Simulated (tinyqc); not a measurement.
Worked calculation: RKS/BP86 in the 3-21g basis, for H2, spin multiplicity 1. One step of it, computed by the program tinyqc.

Question. Iteration 8 (converged): orbitals. Diagonalise F' = X^T F X, C = X C', fill 1 alpha and 1 beta electrons from the bottom; D = 2 C_occ C_occ^T. Each column has its largest component positive (the first on a tie).

converged F (hartree), order 1H 1s, 1H 2s, 2H 1s, 2H 2s:
$$\begin{pmatrix}
0.073930 & -0.353688 & -0.341871 & -0.324874 \\
-0.353688 & -0.217659 & -0.324874 & -0.237463 \\
-0.341871 & -0.324874 & 0.073930 & -0.353688 \\
-0.324874 & -0.237463 & -0.353688 & -0.217659
\end{pmatrix}$$

X, order 1H 1s, 1H 2s, 2H 1s, 2H 2s:
$$\begin{pmatrix}
1.262541 & -0.483191 & -0.147689 & 0.061816 \\
-0.483191 & 1.879787 & 0.061816 & -0.930238 \\
-0.147689 & 0.061816 & 1.262541 & -0.483191 \\
0.061816 & -0.930238 & -0.483191 & 1.879787
\end{pmatrix}$$

Give: F' = X^T F X; orbital energies; coefficients C; D after iteration 8.

Answer.

F' = X^T F X (hartree):
$$\begin{pmatrix}
0.5504 & -0.5017 & -0.3267 & -0.0291 \\
-0.5017 & 0.2266 & -0.0291 & -0.1415 \\
-0.3267 & -0.0291 & 0.5504 & -0.5017 \\
-0.0291 & -0.1415 & -0.5017 & 0.2266
\end{pmatrix}$$

orbital energies (hartree): MO1 -0.3810, MO2 0.0858, MO3 0.6897, MO4 1.1594

coefficients C, order 1H 1s, 1H 2s, 2H 1s, 2H 2s:
$$\begin{pmatrix}
0.2962 & 0.1805 & 0.7890 & -1.0537 \\
0.3080 & 1.5082 & -0.6669 & 1.3498 \\
0.2962 & -0.1805 & 0.7890 & 1.0537 \\
0.3080 & -1.5082 & -0.6669 & -1.3498
\end{pmatrix}$$

D after iteration 8, order 1H 1s, 1H 2s, 2H 1s, 2H 2s:
$$\begin{pmatrix}
0.1754 & 0.1824 & 0.1754 & 0.1824 \\
0.1824 & 0.1897 & 0.1824 & 0.1897 \\
0.1754 & 0.1824 & 0.1754 & 0.1824 \\
0.1824 & 0.1897 & 0.1824 & 0.1897
\end{pmatrix}$$
